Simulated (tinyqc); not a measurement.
From results back to parameters: ellipsoidal valleys in the axes of a wafer and a channel. Three cases, with inputs chosen for the exercise.

Problem. A valley whose axis makes az^2 = 0.166667 with the surface normal has 1/mz = az^2/ml + (1 - az^2)/mt and mz md^2 = ml mt^2. Its confinement and density-of-states masses are given, and ml > mt.

Find: ml mt^2; mt; ml.

Method. Put ml = (mz md^2)/mt^2 into the first relation and solve for mt below (mz md^2)^(1/3), the value at which ml = mt; a scan of that range finds one root.

Case 1.

mz, md (m0): 0.2258321  0.4009397

Solution.

ml mt^2 = 0.036303
mt = 0.196 m0
ml = 0.945 m0

Case 2.

mz, md (m0): 0.2323708  0.4288922

Solution.

ml mt^2 = 0.042744
mt = 0.201 m0
ml = 1.058 m0

Case 3.

mz, md (m0): 0.2201942  0.3933724

Solution.

ml mt^2 = 0.034073
mt = 0.191 m0
ml = 0.934 m0

Computed by tinyqc, one run a case: `OMP_NUM_THREADS=1 python tinyqc.py N N+1 out.jsonl` with N = 1850193, 1850462, 1850613; one thread of a shared Intel(R) Xeon(R) Processor @ 2.30GHz, about 0.01 s a run at most.
